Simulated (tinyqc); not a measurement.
Inside a calculation. Model: electron-beam lithography: double-Gaussian proximity function, edge placement and dose correction for parallel lines. Computed by tinyqc, a small Python program that keeps every step. Command: `OMP_NUM_THREADS=1 python tinyqc.py 3112910 3112911 out.jsonl proximity walk`. One thread of a shared host (Intel(R) Xeon(R) Processor @ 2.30GHz), about 0.01 s of CPU time with the checks. Intermediate numbers are printed to about 7 digits and carried at full precision; extremes and crossings named in words are read from the listed rows.

Lines are infinitely long. Absorbed energy is counted so that the middle of a very large area written at dose 1 receives 1; the resist develops where it exceeds 1/2.

Inputs (values chosen for the exercise, of the order of those for 10 keV electrons in resist on silicon):
```
quantity                              value               unit
forward range alpha                   0.009         micrometre
backscatter range beta                  1.1         micrometre
backscatter ratio eta                  0.66                  -
base dose D0                            690  microcoulomb/cm^2
beam current                             26                 nA
pixel size                               10                 nm
width of the test line                0.065         micrometre
pattern density around the test line    0.5                  -
```

line widths (micrometre): 0.11  0.036  0.034  0.055

gaps between the lines (micrometre): 0.07  0.19  0.088

Constants: e = 1.602176634e-19 C.

## Layout

The first line starts at x = 0; each next one starts after the width and the gap.

Lines (micrometre):
```
line  left edge  right edge  centre
1         0.000       0.110  0.0550
2         0.180       0.216  0.1980
3         0.406       0.440  0.4230
4         0.528       0.583  0.5555
```

## Interaction matrix

f(r) = [exp(-r^2/alpha^2)/alpha^2 + eta exp(-r^2/beta^2)/beta^2]/(pi (1 + eta)). A line from a to b at dose d gives E(x) = d [S(alpha) + eta S(beta)]/(1 + eta), S(s) = [erf((b - x)/s) - erf((a - x)/s)]/2. M_ij is the mean of E at the two edges of line i from line j at dose 1.

M:
```
           1          2          3          4
1  0.3235619  0.0072002  0.0061869  0.0091040
2  0.0220323  0.3085435  0.0066472  0.0100878
3  0.0200398  0.0070383  0.3081360  0.0110495
4  0.0182213  0.0066017  0.0068289  0.3124113
```

## Dose correction

Uncorrected edge energies are M 1. Solve M d = 1/2 for the doses d that put the mean edge energy of every line at the threshold.

edge energies at dose 1: 1 0.3460530, 2 0.3473107, 3 0.3462636, 4 0.3440632

corrected doses: 1 1.444762, 2 1.438702, 3 1.443690, 4 1.454230

largest over smallest dose = 1.010793

Line 4 needs the most and line 2 the least; a narrow isolated line much wider than alpha would need 1 + eta = 1.66.

## Printed widths

Edges are the roots of E(x) = 1/2 between a line centre and the middle of the next gap. Three cases: dose 1 everywhere; one common dose equal to the mean of d; the corrected doses.

Width error, printed less drawn (nm):
```
line  drawn width (nm)     dose 1    mean dose  corrected
1                  110  -8.807577   0.00610421   1.30e-05
2                   36  -8.723808   0.07270141          0
3                   34  -8.794172   0.01724896   4.00e-06
4                   55  -8.942531  -0.09927149   1.60e-05
```

With the common mean dose the errors span 0.2 nm. With corrected doses the largest error is below 0.01 nm.

## Dose to size and latitude

A test line of width w << beta in surroundings of density rho, all at dose d: near its edge E(x) = d [S + eta rho]/(1 + eta), S = [erf((b - x)/alpha) - erf((a - x)/alpha)]/2 for edges a and b, the second term being the background energy. Dose to size d_s = (1 + eta)/(erf(w/alpha) + 2 eta rho), dose = d_s D0; edge slope d [1 - exp(-w^2/alpha^2)]/(sqrt(pi) alpha (1 + eta)); width change per 1 % of dose = 2 x 0.01 x (1/2)/slope.

dose to size d_s = 1

dose = 690 microcoulomb/cm^2

edge slope = 0.03776369 1/nm

width change per 1 % of dose = 0.2648046 nm

background energy = 0.1987952

The background supplies 40 % of the threshold.

## Shot noise and writing time

With dose = d_s D0: electrons per pixel N = dose x pixel area/e; relative noise 1/sqrt(N); time per cm^2 of pattern area = dose x density/current; pixel rate = current/(dose x pixel area).

electrons per pixel = 4306.641

shot noise = 1.523809 %

writing time per cm^2 = 3.685897 h

pixel rate = 37.68116 MHz

Checks made by the program: corrected edge energies (relative difference below 1e-10).
